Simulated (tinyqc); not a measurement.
Sublattice potential against complex hopping: Haldane model. Computed by the program tinyqc. Command: `OMP_NUM_THREADS=1 python tinyqc.py 114160 114161 out.jsonl`; one thread of a shared host (Intel(R) Xeon(R) Processor @ 2.60GHz), about 0.1 s.

Honeycomb lattice:
```
parameter      value
t1 (eV)     1.390000
t2 (eV)     0.110000
phi (rad)  -1.220000
```

H_AA = delta - 2 t2 sum cos(k.b + phi), H_BB = -delta - 2 t2 sum cos(k.b - phi), H_AB = -t1 (1 + exp(-i k.a1) + exp(-i k.a2)), b = a1, a2 - a1, -a2, m = 3 sqrt3 t2 sin(phi); the sign of the Chern number follows the orientation k1 then k2.

Gaps at the two valleys (eV) and Chern number of the lower band (12 x 12 mesh):
```
delta    gap 2|delta - m|  gap 2|delta + m|  Chern number
-0.9660            0.8585            3.0055             0
-0.6980            0.3225            2.4695             0
-0.3220            0.4295            1.7175             1
0.0000             1.0735            1.0735             1
0.2150             1.5035            0.6435             1
0.4030             1.8795            0.2675             1
0.6710             2.4155            0.2685             0
1.0740             3.2215            1.0745             0
```

Here |m| = 0.5368 eV. For |delta| < |m| the two valleys have masses of opposite sign and the Chern number is +/-1; one gap closes at |delta| = |m|, and beyond it the band is trivial.
